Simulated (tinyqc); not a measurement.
# Remanence, coercive field and barrier from the coefficients

Inverse problem. u = al P^2 + be P^4 - E P (P in uC/cm^2, E in kV/cm, u in mJ/cm^3). Find Pr, the polarisation Pc at which dE/dP = 0, Ec and the barrier u(0) - u(Pr).

al = -3.0434607 kV cm/uC
be = 0.0012422289 kV cm^5/uC^3

Solution. Pr^2 = -al/(2 be), Pc^2 = -al/(6 be), Ec = -(4/3) al Pc and the barrier is al^2/(4 be).

Pr = 35.0 uC/cm^2
Pc = 20.2 uC/cm^2
Ec = 82.0 kV/cm
barrier = 1.86e3 mJ/cm^3

Numbers from tinyqc (`OMP_NUM_THREADS=1 python tinyqc.py 2860048 2860049 out.jsonl`; about 0.01 s on one thread of a shared Intel Xeon 2.30GHz).
